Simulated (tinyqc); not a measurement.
## Film and buried-oxide thickness from two coupling ratios

Question. In a depleted film -dVT/dVb is k1 = Cs Cbox/(Cox (Cs + Cbox)) for a front channel and k2 = Cbox (Cox + Cs)/(Cox Cs) for a back channel, with Cox = eps0 eox/tox, Cs = eps0 eps_r/ts, Cbox = 3.9 eps0/tb. Find ts and tb.

Values chosen for this exercise; band and dielectric values close to those of silicon:
```
symbol  value  unit                                                                 meaning
eps_r    11.6                                                         relative permittivity
eox      7.39        relative permittivity of the gate insulator (close to silicon nitride)
tox       3.6    nm                                                     insulator thickness
```

coupling ratios for a front and a back channel: [0.071091711, 0.43120013]

Answer. With y = Cox/Cs and z = Cox/Cbox, 1/k1 = y + z and k2 = (1 + y)/z, so y = (k2/k1 - 1)/(1 + k2); the thicknesses follow from y and z.

ts = 20.0 nm
tb = 20.0 nm

tinyqc, about 0.4 s, one thread, Intel Xeon 2.30GHz (shared host): `OMP_NUM_THREADS=1 python tinyqc.py 2190086 2190087 out.jsonl`
